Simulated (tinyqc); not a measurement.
Bottom-up copper filling of a trench by curvature-enhanced accelerator coverage: one step, computed by the program tinyqc. Command: `OMP_NUM_THREADS=1 python tinyqc.py 3018340 3018341 out.jsonl superfill walk`. One thread of a shared host (Intel(R) Xeon(R) Processor @ 2.30GHz), about 0.07 s of CPU time with the checks.

A rectangular trench keeps vertical walls and a flat floor. An accelerator floats on the surface; where area is lost in the corners it is passed on to the floor.

Problem. Velocities. Kinetic current i_k = [i_0 (1 - theta) + i_1 theta] exp(alpha eta/(k_B T)), limit i_L = 2 F D C/delta, i = 1/(1/i_k + 1/i_L); velocity v = i Omega/(2F), Omega = 7.11 cm^3/mol, F = e N_A. Depletion inside the trench is ignored.

Inputs (values chosen for the exercise, close to those used for damascene copper plating):
```
quantity,value,unit
exchange current of the suppressed surface i_0,0.013,mA/cm^2
exchange current of the accelerated surface i_1,1.2,mA/cm^2
transfer coefficient alpha,0.38,-
overpotential eta,0.12,V
starting coverage theta_0,0.0056,-
cupric ion concentration C,0.89,mol/l
diffusivity D,5.8e-06,cm^2/s
boundary layer delta,31,um
temperature T,298,K
```

Constants: e = 1.602176634e-19 C; N_A = 6.02214076e+23 1/mol; k_B = 8.617333262e-05 eV/K.

Give: limiting current i_L; velocity at theta = 0; velocity at theta_0; velocity at theta = 1; ratio v(1)/v(theta_0).

Solution.

limiting current i_L = 321.33 mA/cm^2

velocity at theta = 0 = 0.028275 nm/s

velocity at theta_0 = 0.042728 nm/s

velocity at theta = 1 = 2.5543 nm/s

ratio v(1)/v(theta_0) = 59.781
